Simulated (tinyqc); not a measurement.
# Resistive memory cell, filament-gap model with Joule heating: effects of single changes

A tunnelling gap g separates the tip of a filament from the electrode. I = I0 exp(-g/g0) sinh(Vd/V0), with Vd = V - I Rs on the device; T = T0 + Rth Vd I at once; the gap closes as dg/dt = -nu exp(-q Ea/(kB T)) sinh(al q Vd/(kB T)). All constants are fitting values of a compact model.

Inputs (values chosen for the exercise): ambient temperature T0 = 358 K; current scale I0 = 0.33 mA; tunnelling length g0 = 0.31 nm; voltage scale V0 = 0.25 V; attempt velocity nu = 10 m/s; activation energy Ea = 0.98 eV; barrier lowering per volt on the device al = 0.26; thermal resistance Rth = 7.1e5 K/W; series resistance Rs = 500 ohm; gap at the start gi = 1.8 nm; gap that counts as set gf = 0.4 nm; pulse voltage V = 1.44 V.

Constants: q = 1.602176634e-19 C, kB = 1.380649e-23 J/K. Results are converted to the units shown.

Each table varies one quantity; the others keep the values above.

## The course of a set pulse

For each gap Vd is solved self-consistently; the time to reach g is the integral of dg/|dg/dt| from g to gi.

The course of a set pulse:
```
g (nm)	Vd (V)	I (uA)	T (K)	-dg/dt (nm/ns)	time (ns)
1.6	1.340	200.9	549.1	7.955e-6	6.747e4
1.4	1.286	308.7	639.8	4.096e-5	7.964e4
1.2	1.217	446.6	743.8	1.593e-4	8.224e4
1	1.134	611.8	850.6	4.361e-4	8.301e4
0.8	1.040	800.1	948.8	8.492e-4	8.333e4
0.6	0.9363	1007	1028	0.001216	8.353e4
0.4	0.8251	1230	1078	0.001311	8.368e4
```

What does the comparison show?

As the gap closes from 1.6 to 0.4 nm, the current rises from 201 to 1230 uA, Vd falls from 1.34 to 0.825 V, T rises from 549 to 1080 K and the rate rises from 7.96e-6 to 0.00131 nm/ns. Heating outruns the loss of voltage to Rs, so the set speeds up as it goes. The first row takes 81 % of the whole time. For g = 0.8 to 0.4 nm T passes 900 K, where the filament itself would change.

## Effect of the pulse voltage on the set time

Same model as above.

The set time is the integral of dg/|dg/dt| from gf to gi, with Vd solved for each gap; the second column repeats it with Rth = 0.

Results:
```
V (V)	set time (s)	without heating (s)	higher T of the two ends (K)	I at gf (uA)
0.58	51.00	189.3	442.1	264.6
0.86	1.625	30.86	576.7	508.3
1.01	0.1909	13.92	679.4	671.1
1.15	0.01968	7.422	793.3	839.8
1.3	0.001271	4.209	933.1	1036
1.44	8.368e-5	2.689	1078	1230
1.58	6.134e-6	1.826	1237	1433
```

Estimate the missing row, V = 0.72 V.

Computed row:
```
V (V)	set time (s)	without heating (s)	higher T of the two ends (K)	I at gf (uA)
0.72	9.743	72.78	500.0	375.9
```

With this row back in the table: As V goes from 0.58 to 1.58 V, the set time falls from 51.0 to 6.13e-6 s, a span of 6.9 decades; heating shortens it by a factor of 3.71 in the first row and 2.98e5 in the last. On average a decade costs 145 mV, against (kB T0/q) ln 10/al = 273 mV from barrier lowering alone. For V = 1.3 to 1.58 V T passes 900 K, where the filament itself would change.

## Effect of the activation energy on the set time

Same model as above.

Result of one run:
```
Ea (eV)	set time (s)	without heating (s)	higher T of the two ends (K)	I at gf (uA)
1.1	0.001251	131.5	1078	1230
```

What becomes of these results when the activation energy Ea is changed from 1.1 to 0.83 eV, all else the same?

Result of the changed run:
```
Ea (eV)	set time (s)	without heating (s)	higher T of the two ends (K)	I at gf (uA)
0.83	3.122e-6	0.02079	1078	1230
```

The whole series:
```
Ea (eV)	set time (s)	without heating (s)	higher T of the two ends (K)	I at gf (uA)
0.83	3.122e-6	0.02079	1078	1230
0.9	1.424e-5	0.2011	1078	1230
0.96	5.359e-5	1.406	1078	1230
1.03	2.567e-4	13.60	1078	1230
1.1	0.001251	131.5	1078	1230
1.16	0.004911	919.4	1078	1230
1.23	0.02445	8891	1078	1230
```

As Ea goes from 0.83 to 1.23 eV, the set time rises from 3.12e-6 to 0.0244 s, a span of 3.9 decades; heating shortens it by a factor of 6660 in the first row and 3.64e5 in the last. In every row T passes 900 K, where the filament itself would change.

Computed by the program tinyqc: `OMP_NUM_THREADS=1 python tinyqc.py 2880142 2880143 out.jsonl`, one thread of a shared Intel Xeon 2.30GHz, about 0.1 s for the whole run.
